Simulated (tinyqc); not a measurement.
Debye-Callaway model of lattice thermal conductivity: one step, computed by the program tinyqc.

Three acoustic branches with one velocity v, cut at omega_D = k_B Theta/hbar; x = hbar omega/(k_B T). v and Theta are separate inputs: Theta cuts off the heat-carrying modes, so C need not reach 3 k_B/V. gamma is an effective value that sets the umklapp rate.

Question. The integrand on a coarse grid. Rates: point defects A omega^4; umklapp B omega^2 T exp(-Theta/(b T)) with B = hbar gamma^2/(M v^2 Theta); normal processes f_N B omega^2 T (T/Theta)^2. Boundaries: v/L. x runs in ten equal steps to min(Theta/T, 12); g = x^4 e^x/(e^x - 1)^2; tau_C is the inverse of all rates summed; the last column is c tau_C g with c = (k_B/(2 pi^2 v)) (k_B T/hbar)^3.

Inputs (values chosen for the exercise, for a model crystal):
```
quantity                              value        unit
sound velocity v                      10400         m/s
Debye temperature Theta                1070           K
mean atomic mass M                     89.6           u
effective Grueneisen parameter gamma  0.795           -
umklapp exponent divisor b                2           -
Casimir length L                        590  micrometre
normal-process factor f_N              0.87           -
temperature T                            77           K
```

Sample: crystal. Point defects: isotopes. Normal processes: included.

Rayleigh coefficient A = 5.518038e-47 s^3

Constants: k_B = 1.380649e-23 J/K; hbar = 1.054571817e-34 J s; u = 1.6605390666e-27 kg.

Give: Integrand.

Answer.

Integrand:
```
x         g  tau_C (s)  c tau_C g (W/(m K))
1.2   1.279  5.250e-08            4.626e+03
2.4   3.640  2.668e-08            6.691e+03
3.6   4.851  8.659e-09            2.894e+03
4.8   4.441  3.087e-09            9.446e+02
6.0   3.228  1.312e-09            2.919e+02
7.2   2.009  6.420e-10            8.888e+01
8.4   1.120  3.489e-10            2.692e+01
9.6   0.575  2.052e-10            8.134e+00
10.8  0.278  1.284e-10            2.455e+00
12.0  0.127  8.433e-11            7.403e-01
```

Among these rows the integrand is largest at x = 2.40.
